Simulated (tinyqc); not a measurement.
Inside a calculation (part 1 of 2). Method: UHF in the sto-3g basis, for BeH2, spin multiplicity 1. This run ends on a higher stationary point, not on the lowest solution. Computed by tinyqc, a small Python program that keeps every step (integrals from PySCF). Settings: charge = 0, multiplicity = 1, basis = sto-3g, energy threshold = 1e-10, iteration cap = 78, orthogonalisation = symmetric, start = core, DIIS depth = 0, damping = 0.5, shift = 0.5, method = UHF, break = 0.7. Command: `OMP_NUM_THREADS=1 python tinyqc.py 21959 21960 out.jsonl` (the two numbers bound the seeds that draw the settings). One thread of a shared host (Intel(R) Xeon(R) Processor @ 2.60GHz), about 0.3 s of CPU time with the checks. Later iterations appear only in the table of the cycle.

## One-electron integrals

Geometry (angstrom):
```
atom         x          y         z
Be    0.000000   0.000000  0.000000
H     0.000000   1.861000  0.113000
H     0.000000  -1.942000  0.118000
```

Basis sto-3g: exponents (1/bohr^2) and contraction coefficients of normalised primitives:
```
element  l (shell)   exponent  coefficient
Be           s (1)  30.167871     0.154329
Be           s (1)   5.495115     0.535328
Be           s (1)   1.487193     0.444635
Be           s (2)   1.314833    -0.099967
Be           s (2)   0.305539     0.399513
Be           s (2)   0.099371     0.700115
Be           p (3)   1.314833     0.155916
Be           p (3)   0.305539     0.607684
Be           p (3)   0.099371     0.391957
H            s (1)   3.425251     0.154329
H            s (1)   0.623914     0.535328
H            s (1)   0.168855     0.444635
```

Overlap, kinetic and nuclear-attraction integrals over the contracted functions; the nuclear repulsion is the sum of Za Zb / Rab.

nuclear repulsion = 2.36241703 hartree

overlap S:
```
           1Be 1s    1Be 2s   1Be 2px    1Be 2py   1Be 2pz     2H 1s      3H 1s
1Be 1s   1.000000  0.259517  0.000000   0.000000  0.000000  0.021860   0.018167
1Be 2s   0.259517  1.000000  0.000000   0.000000  0.000000  0.271443   0.247518
1Be 2px  0.000000  0.000000  1.000000   0.000000  0.000000  0.000000   0.000000
1Be 2py  0.000000  0.000000  0.000000   1.000000  0.000000  0.354489  -0.328372
1Be 2pz  0.000000  0.000000  0.000000   0.000000  1.000000  0.021525   0.019953
2H 1s    0.021860  0.271443  0.000000   0.354489  0.021525  1.000000   0.002903
3H 1s    0.018167  0.247518  0.000000  -0.328372  0.019953  0.002903   1.000000
```

kinetic energy T (hartree):
```
            1Be 1s     1Be 2s   1Be 2px    1Be 2py   1Be 2pz      2H 1s      3H 1s
1Be 1s    6.693975  -0.033012  0.000000   0.000000  0.000000  -0.006738  -0.005940
1Be 2s   -0.033012   0.211111  0.000000   0.000000  0.000000   0.013368   0.008729
1Be 2px   0.000000   0.000000  0.660592   0.000000  0.000000   0.000000   0.000000
1Be 2py   0.000000   0.000000  0.000000   0.660592  0.000000   0.062100  -0.049980
1Be 2pz   0.000000   0.000000  0.000000   0.000000  0.660592   0.003771   0.003037
2H 1s    -0.006738   0.013368  0.000000   0.062100  0.003771   0.760032  -0.001766
3H 1s    -0.005940   0.008729  0.000000  -0.049980  0.003037  -0.001766   0.760032
```

nuclear attraction V (hartree):
```
             1Be 1s     1Be 2s    1Be 2px    1Be 2py    1Be 2pz      2H 1s      3H 1s
1Be 1s   -15.116910  -2.043490   0.000000  -0.000758  -0.001081  -0.170852  -0.141607
1Be 2s    -2.043490  -2.862382   0.000000  -0.006427  -0.011009  -0.664014  -0.591383
1Be 2px    0.000000   0.000000  -2.802421   0.000000   0.000000   0.000000   0.000000
1Be 2py   -0.000758  -0.006427   0.000000  -2.925079  -0.000357  -0.841968   0.761161
1Be 2pz   -0.001081  -0.011009   0.000000  -0.000357  -2.802873  -0.051690  -0.046760
2H 1s     -0.170852  -0.664014   0.000000  -0.841968  -0.051690  -2.500221  -0.009013
3H 1s     -0.141607  -0.591383   0.000000   0.761161  -0.046760  -0.009013  -2.453175
```

core Hamiltonian H = T + V (hartree):
```
            1Be 1s     1Be 2s    1Be 2px    1Be 2py    1Be 2pz      2H 1s      3H 1s
1Be 1s   -8.422935  -2.076502   0.000000  -0.000758  -0.001081  -0.177590  -0.147547
1Be 2s   -2.076502  -2.651271   0.000000  -0.006427  -0.011009  -0.650646  -0.582653
1Be 2px   0.000000   0.000000  -2.141829   0.000000   0.000000   0.000000   0.000000
1Be 2py  -0.000758  -0.006427   0.000000  -2.264487  -0.000357  -0.779869   0.711181
1Be 2pz  -0.001081  -0.011009   0.000000  -0.000357  -2.142281  -0.047919  -0.043723
2H 1s    -0.177590  -0.650646   0.000000  -0.779869  -0.047919  -1.740189  -0.010779
3H 1s    -0.147547  -0.582653   0.000000   0.711181  -0.043723  -0.010779  -1.693144
```

## Two-electron integrals

Functions are numbered as in S; the eight-fold symmetry (ij|kl) = (ji|kl) = (kl|ij) leaves the list below.

Two-electron integrals (ij|kl) in chemists' order, unique and non-zero (hartree):
```
(11|11) 2.298831    (21|11) 0.392036    (21|21) 0.079539    (22|11) 0.570988
(22|21) 0.143041    (22|22) 0.417683    (31|31) 0.014607    (32|31) 0.021888
(32|32) 0.092265    (33|11) 0.569578    (33|21) 0.143083    (33|22) 0.417589
(33|33) 0.449859    (41|41) 0.014607    (42|41) 0.021888    (42|42) 0.092265
(43|43) 0.024249    (44|11) 0.569578    (44|21) 0.143083    (44|22) 0.417589
(44|33) 0.401360    (44|44) 0.449859    (51|51) 0.014607    (52|51) 0.021888
(52|52) 0.092265    (53|53) 0.024249    (54|54) 0.024249    (55|11) 0.569578
(55|21) 0.143083    (55|22) 0.417589    (55|33) 0.401360    (55|44) 0.401360
(55|55) 0.449859    (61|11) 0.032536    (61|21) 0.006600    (61|22) 0.011987
(61|33) 0.011910    (61|41) 0.000600    (61|42) 0.001130    (61|44) 0.012145
(61|51) 0.000036    (61|52) 0.000069    (61|54) 0.000014    (61|55) 0.011911
(61|61) 0.000575    (62|11) 0.109171    (62|21) 0.027911    (62|22) 0.093117
(62|33) 0.089272    (62|41) 0.003556    (62|42) 0.024711    (62|44) 0.100669
(62|51) 0.000216    (62|52) 0.001500    (62|54) 0.000692    (62|55) 0.089314
(62|61) 0.002567    (62|62) 0.036098    (63|31) 0.002114    (63|32) 0.010847
(63|43) 0.003908    (63|53) 0.000237    (63|63) 0.002630    (64|11) 0.129640
(64|21) 0.033451    (64|22) 0.116233    (64|33) 0.109576    (64|41) 0.005579
(64|42) 0.037758    (64|44) 0.129374    (64|51) 0.000210    (64|52) 0.001634
(64|54) 0.000965    (64|55) 0.109620    (64|61) 0.003165    (64|62) 0.050273
(64|64) 0.071192    (65|11) 0.007872    (65|21) 0.002031    (65|22) 0.007058
(65|33) 0.006653    (65|41) 0.000210    (65|42) 0.001634    (65|44) 0.007381
(65|51) 0.002127    (65|52) 0.010946    (65|54) 0.003952    (65|55) 0.007131
(65|61) 0.000192    (65|62) 0.003053    (65|64) 0.004163    (65|65) 0.002883
(66|11) 0.283559    (66|21) 0.073543    (66|22) 0.275413    (66|33) 0.257490
(66|41) 0.009156    (66|42) 0.086537    (66|44) 0.310661    (66|51) 0.000556
(66|52) 0.005255    (66|54) 0.003229    (66|55) 0.257686    (66|61) 0.006800
(66|62) 0.145754    (66|64) 0.212291    (66|65) 0.012890    (66|66) 0.774606
(71|11) 0.026993    (71|21) 0.005479    (71|22) 0.009959    (71|33) 0.009895
(71|41) -0.000509   (71|42) -0.000957   (71|44) 0.010092    (71|51) 0.000031
(71|52) 0.000058    (71|54) -0.000012   (71|55) 0.009896    (71|61) 0.000434
(71|62) 0.001795    (71|64) 0.002103    (71|65) 0.000137    (71|66) 0.004745
(71|71) 0.000397    (72|11) 0.096642    (72|21) 0.024731    (72|22) 0.083161
(72|33) 0.079698    (72|41) -0.003134   (72|42) -0.022189   (72|44) 0.089960
(72|51) 0.000190    (72|52) 0.001348    (72|54) -0.000624   (72|55) 0.079736
(72|61) 0.001918    (72|62) 0.014212    (72|64) 0.016892    (72|65) 0.001203
(72|66) 0.041861    (72|71) 0.001892    (72|72) 0.029737    (73|31) 0.001800
(73|32) 0.009395    (73|43) -0.003453   (73|53) 0.000210    (73|63) 0.000676
(73|73) 0.002073    (74|11) -0.116858   (74|21) -0.030163   (74|22) -0.105432
(74|33) -0.099466   (74|41) 0.004886    (74|42) 0.033820    (74|44) -0.117204
(74|51) -0.000188   (74|52) -0.001484   (74|54) 0.000868    (74|55) -0.099506
(74|61) -0.002293   (74|62) -0.017245   (74|64) -0.020370   (74|65) -0.001442
(74|66) -0.051297   (74|71) -0.002369   (74|72) -0.041889   (74|74) 0.059875
(75|11) 0.007101    (75|21) 0.001833    (75|22) 0.006406    (75|33) 0.006044
(75|41) -0.000188   (75|42) -0.001484   (75|44) 0.006702    (75|51) 0.001812
(75|52) 0.009485    (75|54) -0.003493   (75|55) 0.006466    (75|61) 0.000149
(75|62) 0.001218    (75|64) 0.001432    (75|65) 0.000778    (75|66) 0.003624
(75|71) 0.000144    (75|72) 0.002545    (75|74) -0.003512   (75|75) 0.002286
(76|11) 0.001786    (76|21) 0.000442    (76|22) 0.001253    (76|33) 0.001243
(76|41) -2.31e-06   (76|42) -0.000013   (76|44) 0.001270    (76|51) 0.000008
(76|52) 0.000043    (76|54) -5.82e-07   (76|55) 0.001245    (76|61) 0.000037
(76|62) 0.000279    (76|64) 0.000349    (76|65) 0.000026    (76|66) 0.000830
(76|71) 0.000031    (76|72) 0.000257    (76|74) -0.000328   (76|75) 0.000024
(76|76) 3.80e-06    (77|11) 0.271815    (77|21) 0.070509    (77|22) 0.265512
(77|33) 0.248818    (77|41) -0.008438   (77|42) -0.081582   (77|44) 0.298297
(77|51) 0.000513    (77|52) 0.004957    (77|54) -0.003006   (77|55) 0.249001
(77|61) 0.005499    (77|62) 0.045478    (77|64) 0.054683    (77|65) 0.003883
(77|66) 0.139147    (77|71) 0.005405    (77|72) 0.131259    (77|74) -0.192895
(77|75) 0.011721    (77|76) 0.000830    (77|77) 0.774606
```

## Orthogonalisation

S = U s U^T; symmetric (Loewdin) form X = U s^(-1/2) U^T, so that X^T S X = 1.

eigenvalues of S: 0.511022  0.568393  0.966013  1.000000  1.008402  1.454396  1.491774

X:
```
            1Be 1s     1Be 2s   1Be 2px    1Be 2py    1Be 2pz      2H 1s      3H 1s
1Be 1s    1.027972  -0.144271  0.000000  -0.000857  -0.000672   0.018743   0.017489
1Be 2s   -0.144271   1.086963  0.000000   0.007799   0.004660  -0.155354  -0.137444
1Be 2px   0.000000   0.000000  1.000000   0.000000   0.000000   0.000000   0.000000
1Be 2py  -0.000857   0.007799  0.000000   1.106508   0.000554  -0.211430   0.192612
1Be 2pz  -0.000672   0.004660  0.000000   0.000554   1.000360  -0.011966  -0.010762
2H 1s     0.018743  -0.155354  0.000000  -0.211430  -0.011966   1.090087  -0.025856
3H 1s     0.017489  -0.137444  0.000000   0.192612  -0.010762  -0.025856   1.074600
```

## Starting guess

The start is the orbitals of the core Hamiltonian, with HOMO and LUMO mixed by +/-0.7 rad for the two spins; D(s) = C_occ C_occ^T for each spin.

D(alpha) at the start:
```
            1Be 1s     1Be 2s    1Be 2px    1Be 2py    1Be 2pz      2H 1s      3H 1s
1Be 1s    1.072050  -0.276955   0.026606  -0.022255  -0.018159   0.007626   0.006637
1Be 2s   -0.276955   1.059461  -0.110422   0.091556   0.075142  -0.013873  -0.011353
1Be 2px   0.026606  -0.110422   0.415016   0.497821  -0.008345  -0.022923   0.029227
1Be 2py  -0.022255   0.091556   0.497821   0.645882   0.005855  -0.031823   0.034297
1Be 2pz  -0.018159   0.075142  -0.008345   0.005855   0.005332  -0.000947  -0.000835
2H 1s     0.007626  -0.013873  -0.022923  -0.031823  -0.000947   0.001668  -0.001530
3H 1s     0.006637  -0.011353   0.029227   0.034297  -0.000835  -0.001530   0.002085
```

D(beta) at the start:
```
            1Be 1s     1Be 2s    1Be 2px    1Be 2py    1Be 2pz      2H 1s      3H 1s
1Be 1s    1.072050  -0.276955  -0.026606  -0.022255  -0.018159   0.007626   0.006637
1Be 2s   -0.276955   1.059461   0.110422   0.091556   0.075142  -0.013873  -0.011353
1Be 2px  -0.026606   0.110422   0.415016  -0.497821   0.008345   0.022923  -0.029227
1Be 2py  -0.022255   0.091556  -0.497821   0.645882   0.005855  -0.031823   0.034297
1Be 2pz  -0.018159   0.075142   0.008345   0.005855   0.005332  -0.000947  -0.000835
2H 1s     0.007626  -0.013873   0.022923  -0.031823  -0.000947   0.001668  -0.001530
3H 1s     0.006637  -0.011353  -0.029227   0.034297  -0.000835  -0.001530   0.002085
```

## Iteration 1: building the Fock matrix

J_ij = sum D_kl (ij|kl) with D = D(alpha) + D(beta), K_ij = sum D_kl (ik|jl) for each spin; F = H + J - K(s); E = tr D H + tr D J / 2 - 0.5 sum_s tr D(s) K(s) + E_nn.

Coulomb J (hartree):
```
           1Be 1s    1Be 2s   1Be 2px    1Be 2py   1Be 2pz     2H 1s      3H 1s
1Be 1s   6.879845  1.350464  0.000000   0.006621  0.005436  0.113053   0.093256
1Be 2s   1.350464  2.805720  0.000000   0.031267  0.025554  0.604110   0.522508
1Be 2px  0.000000  0.000000  2.810006   0.000000  0.000000  0.000000   0.000000
1Be 2py  0.006621  0.031267  0.000000   2.826738  0.000549  0.745915  -0.651447
1Be 2pz  0.005436  0.025554  0.000000   0.000549  2.770251  0.047627   0.041833
2H 1s    0.113053  0.604110  0.000000   0.745915  0.047627  1.719732   0.008579
3H 1s    0.093256  0.522508  0.000000  -0.651447  0.041833  0.008579   1.596094
```

exchange K(alpha) (hartree):
```
            1Be 1s     1Be 2s    1Be 2px    1Be 2py    1Be 2pz     2H 1s      3H 1s
1Be 1s    2.347625   0.415326  -0.002653   0.002141   0.001808  0.038180   0.031026
1Be 2s    0.415326   0.540193  -0.051601   0.042400   0.034830  0.128880   0.093146
1Be 2px  -0.002653  -0.051601   0.302839   0.206268  -0.003527  0.039848  -0.053525
1Be 2py   0.002141   0.042400   0.206268   0.384399   0.002453  0.109223  -0.075660
1Be 2pz   0.001808   0.034830  -0.003527   0.002453   0.128440  0.009920   0.007307
2H 1s     0.038180   0.128880   0.039848   0.109223   0.009920  0.077924   0.004009
3H 1s     0.031026   0.093146  -0.053525  -0.075660   0.007307  0.004009   0.048666
```

exchange K(beta) (hartree):
```
           1Be 1s    1Be 2s    1Be 2px    1Be 2py   1Be 2pz      2H 1s      3H 1s
1Be 1s   2.347625  0.415326   0.002653   0.002141  0.001808   0.038180   0.031026
1Be 2s   0.415326  0.540193   0.051601   0.042400  0.034830   0.128880   0.093146
1Be 2px  0.002653  0.051601   0.302839  -0.206268  0.003527  -0.039848   0.053525
1Be 2py  0.002141  0.042400  -0.206268   0.384399  0.002453   0.109223  -0.075660
1Be 2pz  0.001808  0.034830   0.003527   0.002453  0.128440   0.009920   0.007307
2H 1s    0.038180  0.128880  -0.039848   0.109223  0.009920   0.077924   0.004009
3H 1s    0.031026  0.093146   0.053525  -0.075660  0.007307   0.004009   0.048666
```

F(alpha) (hartree):
```
            1Be 1s     1Be 2s    1Be 2px    1Be 2py    1Be 2pz      2H 1s      3H 1s
1Be 1s   -3.890715  -1.141364   0.002653   0.003722   0.002547  -0.102717  -0.085317
1Be 2s   -1.141364  -0.385744   0.051601  -0.017560  -0.020286  -0.175415  -0.153291
1Be 2px   0.002653   0.051601   0.365338  -0.206268   0.003527  -0.039848   0.053525
1Be 2py   0.003722  -0.017560  -0.206268   0.177852  -0.002261  -0.143177   0.135394
1Be 2pz   0.002547  -0.020286   0.003527  -0.002261   0.499529  -0.010212  -0.009197
2H 1s    -0.102717  -0.175415  -0.039848  -0.143177  -0.010212  -0.098381  -0.006209
3H 1s    -0.085317  -0.153291   0.053525   0.135394  -0.009197  -0.006209  -0.145715
```

F(beta) (hartree):
```
            1Be 1s     1Be 2s    1Be 2px    1Be 2py    1Be 2pz      2H 1s      3H 1s
1Be 1s   -3.890715  -1.141364  -0.002653   0.003722   0.002547  -0.102717  -0.085317
1Be 2s   -1.141364  -0.385744  -0.051601  -0.017560  -0.020286  -0.175415  -0.153291
1Be 2px  -0.002653  -0.051601   0.365338   0.206268  -0.003527   0.039848  -0.053525
1Be 2py   0.003722  -0.017560   0.206268   0.177852  -0.002261  -0.143177   0.135394
1Be 2pz   0.002547  -0.020286  -0.003527  -0.002261   0.499529  -0.010212  -0.009197
2H 1s    -0.102717  -0.175415   0.039848  -0.143177  -0.010212  -0.098381  -0.006209
3H 1s    -0.085317  -0.153291  -0.053525   0.135394  -0.009197  -0.006209  -0.145715
```

total energy of this density = -14.44598322 hartree

This density is the starting one.

## Iteration 1: diagonalisation and new density

A level shift of 0.5 hartree raises the virtual space: F + shift (S - S D(s) S), with D(s) the density of one spin. Diagonalise F' = X^T F X, C = X C', fill 3 alpha and 3 beta electrons from the bottom; D(s) = C_occ C_occ^T; the new density keeps 0.5 of the old one (damping). Each column has its largest component positive (the first on a tie).

F' = X^T F X (alpha) (hartree):
```
           1          2          3          4          5          6          7
1  -3.786018  -0.648133  -0.010258   0.009814   0.007773   0.020178   0.021830
2  -0.648133  -0.059832   0.105208  -0.048363  -0.048847  -0.219632  -0.174217
3  -0.010258   0.105208   0.657830  -0.445664   0.007662  -0.036164   0.046712
4   0.009814  -0.048363  -0.445664   0.541512  -0.004188  -0.254813   0.216132
5   0.007773  -0.048847   0.007662  -0.004188   0.997594  -0.018437  -0.015565
6   0.020178  -0.219632  -0.036164  -0.254813  -0.018437   0.491117  -0.028758
7   0.021830  -0.174217   0.046712   0.216132  -0.015565  -0.028758   0.425456
```

orbital energies (alpha) (hartree): MO1 -3.895625, MO2 -0.113441, MO3 -0.023074, MO4 0.530896, MO5 0.653170, MO6 1.000319, MO7 1.115416

coefficients C (alpha):
```
               MO1        MO2        MO3        MO4        MO5        MO6        MO7
1Be 1s    0.989554  -0.266727  -0.007659   0.116628   0.115731   0.013663   0.024420
1Be 2s    0.038369   0.870454   0.024825  -0.492330  -0.485001  -0.042969  -0.078566
1Be 2px  -0.001663  -0.111253   0.497197   0.358092  -0.431226  -0.009976  -0.652786
1Be 2py  -0.000438   0.018107   0.626094   0.240859  -0.367879   0.019728   0.848625
1Be 2pz   0.000173   0.046790   0.001588  -0.016349  -0.011155   0.998929  -0.023631
2H 1s    -0.003279   0.218606   0.263455   0.186516   0.979846  -0.031296  -0.381073
3H 1s    -0.003930   0.203062  -0.259366   0.979095  -0.095464  -0.008023   0.368133
```

F' = X^T F X (beta) (hartree):
```
           1          2          3          4          5          6          7
1  -3.786018  -0.648133   0.010258   0.009814   0.007773   0.020178   0.021830
2  -0.648133  -0.059832  -0.105208  -0.048363  -0.048847  -0.219632  -0.174217
3   0.010258  -0.105208   0.657830   0.445664  -0.007662   0.036164  -0.046712
4   0.009814  -0.048363   0.445664   0.541512  -0.004188  -0.254813   0.216132
5   0.007773  -0.048847  -0.007662  -0.004188   0.997594  -0.018437  -0.015565
6   0.020178  -0.219632   0.036164  -0.254813  -0.018437   0.491117  -0.028758
7   0.021830  -0.174217  -0.046712   0.216132  -0.015565  -0.028758   0.425456
```

orbital energies (beta) (hartree): MO1 -3.895625, MO2 -0.113441, MO3 -0.023074, MO4 0.530896, MO5 0.653170, MO6 1.000319, MO7 1.115416

coefficients C (beta):
```
               MO1        MO2        MO3        MO4        MO5        MO6        MO7
1Be 1s    0.989554  -0.266727  -0.007659   0.116628   0.115731   0.013663   0.024420
1Be 2s    0.038369   0.870454   0.024825  -0.492330  -0.485001  -0.042969  -0.078566
1Be 2px   0.001663   0.111253  -0.497197  -0.358092   0.431226   0.009976   0.652786
1Be 2py  -0.000438   0.018107   0.626094   0.240859  -0.367879   0.019728   0.848625
1Be 2pz   0.000173   0.046790   0.001588  -0.016349  -0.011155   0.998929  -0.023631
2H 1s    -0.003279   0.218606   0.263455   0.186516   0.979846  -0.031296  -0.381073
3H 1s    -0.003930   0.203062  -0.259366   0.979095  -0.095464  -0.008023   0.368133
```

D(alpha) after iteration 1:
```
            1Be 1s     1Be 2s    1Be 2px    1Be 2py    1Be 2pz      2H 1s      3H 1s
1Be 1s    1.061235  -0.235675   0.025413  -0.016157  -0.015240  -0.027972  -0.024713
1Be 2s   -0.235675   0.909620  -0.097491   0.061421   0.057958   0.091414   0.079407
1Be 2px   0.025413  -0.097491   0.337301   0.403550  -0.006380   0.041875  -0.061157
1Be 2py  -0.016157   0.061421   0.403550   0.519102   0.003848   0.068542  -0.062206
1Be 2pz  -0.015240   0.057958  -0.006380   0.003848   0.003762   0.004850   0.004127
2H 1s    -0.027972   0.091414   0.041875   0.068542   0.004850   0.059438  -0.012729
3H 1s    -0.024713   0.079407  -0.061157  -0.062206   0.004127  -0.012729   0.055303
```

D(beta) after iteration 1:
```
            1Be 1s     1Be 2s    1Be 2px    1Be 2py    1Be 2pz      2H 1s      3H 1s
1Be 1s    1.061235  -0.235675  -0.025413  -0.016157  -0.015240  -0.027972  -0.024713
1Be 2s   -0.235675   0.909620   0.097491   0.061421   0.057958   0.091414   0.079407
1Be 2px  -0.025413   0.097491   0.337301  -0.403550   0.006380  -0.041875   0.061157
1Be 2py  -0.016157   0.061421  -0.403550   0.519102   0.003848   0.068542  -0.062206
1Be 2pz  -0.015240   0.057958   0.006380   0.003848   0.003762   0.004850   0.004127
2H 1s    -0.027972   0.091414  -0.041875   0.068542   0.004850   0.059438  -0.012729
3H 1s    -0.024713   0.079407   0.061157  -0.062206   0.004127  -0.012729   0.055303
```
